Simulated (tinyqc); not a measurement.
Modes across the composition range: two-mode optical phonons of a ternary alloy from two coupled oscillators. Computed by tinyqc, a small Python program. Command: `OMP_NUM_THREADS=1 python tinyqc.py 3013726 3013727 out.jsonl twomode walk`. One thread of a shared host (Intel(R) Xeon(R) Processor @ 2.30GHz), about 0.01 s of CPU time with the checks.

An alloy A(x)B(1-x)C has an A-C and a B-C bond oscillator. Each TO frequency moves linearly from the impurity mode (dilute end) to the TO of the pure crystal; each strength is proportional to the number of bonds.

Inputs (values chosen for the exercise, modelled on GaAs(1-x)P(x), with A-C the GaP-like and B-C the GaAs-like bond):
```
quantity,value,unit
omega_TO of pure AC,367.3,1/cm
omega_LO of pure AC,400.3,1/cm
omega_TO of pure BC,268.8,1/cm
omega_LO of pure BC,293.7,1/cm
eps_inf of AC,9.17,-
eps_inf of BC,10.6,-
impurity mode of A in BC,353.6,1/cm
impurity mode of B in AC,268.8,1/cm
```

Method:
- omega_1 = (impurity mode of A) + x (omega_TO,AC - impurity mode of A); omega_2 = (impurity mode of B) + (1 - x)(omega_TO,BC - impurity mode of B); eps_inf = x eps_AC + (1 - x) eps_BC; strengths W_1 = x eps_AC (omega_LO,AC^2 - omega_TO,AC^2), W_2 = (1 - x) eps_BC (omega_LO,BC^2 - omega_TO,BC^2).
- eps(omega) = eps_inf + W_1/(omega_1^2 - omega^2) + W_2/(omega_2^2 - omega^2) = 0 is the eigenproblem of the matrix [[omega_1^2 + W_1/eps_inf, sqrt(W_1 W_2)/eps_inf], [sqrt(W_1 W_2)/eps_inf, omega_2^2 + W_2/eps_inf]] for omega_LO^2.
- The polar coupling of mode j is c_j = (u_j . sqrt(W))^2/(eps_inf^2 omega_j^2), u_j its eigenvector and omega_j here its LO frequency; the c_j add up to 1/eps_inf - 1/eps_s. Froehlich constant alpha_j = (e^2/(4 pi eps_0)) c_j k_j/(2 E_j), E_j = h c omega_j, k_j = sqrt(m* E_j/(hbar^2/(2 m_0))).

Frequencies (1/cm):
```
x,"TO, A-C","TO, B-C",lower LO,upper LO,coupling share of the upper LO,eps_s
0.02,353.874,268.8,293.03,354.71,0.03879,12.622
0.10,354.970,268.8,290.49,358.99,0.17400,12.491
0.20,356.340,268.8,287.59,364.07,0.31160,12.324
0.35,358.395,268.8,283.61,371.31,0.47864,12.068
0.50,360.450,268.8,279.95,378.24,0.61787,11.806
0.65,362.505,268.8,276.47,384.98,0.74101,11.539
0.80,364.560,268.8,273.13,391.60,0.85487,11.265
0.90,365.930,268.8,270.95,395.96,0.92794,11.080
0.98,367.026,268.8,269.23,399.43,0.98562,10.930
```

What follows from these numbers?

The upper LO moves from 354.7 to 399.4 and the lower from 293.0 to 269.2 per cm. At each dilute end one LO-TO pair closes onto an impurity mode. The upper LO shifts by +0.46 per cm for each per cent of x near the middle, which is how Raman spectra measure composition. Its share of the polar coupling passes one half between x = 0.35 and 0.5.
